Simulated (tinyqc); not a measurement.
Hot electrons in a saturated n-channel MOSFET, lucky-electron model: one step of the calculation.

Beyond pinch-off the lateral field grows as Esat cosh(y/l) over the velocity-saturated region (pseudo-two-dimensional model). Impact ionisation in this region gives the substrate current, which biases the body forward through Rsub. Currents are per width. Local-field laws: they overstate ionisation when the field peak is narrower than an energy relaxation length.

Question. Length and field scales. Cox = 3.9 eps0/tox, l = sqrt(3 tox xj), Esat = 2 vs/mu.

Values chosen for this exercise; values close to those of silicon n-channel devices:
- L = 0.18 um (channel length)
- tox = 4.3 nm (oxide thickness)
- xj = 52 nm (junction depth)
- mu = 320 cm^2/(V s) (effective mobility)
- vs = 7.7e6 cm/s (saturation velocity)

Constants: eps0 = 8.8541878128e-14 F/cm where lengths are in cm. Results are converted to the units shown.

Give: Cox; l; Esat; Esat L.

Answer.

Cox = 0.80305 uF/cm^2
l = 25.900 nm
Esat = 0.048125 MV/cm
Esat L = 0.86625 V

Program tinyqc, `OMP_NUM_THREADS=1 python tinyqc.py 2550155 2550156 out.jsonl`; Intel Xeon 2.30GHz, shared host, one thread, about 0.01 s.
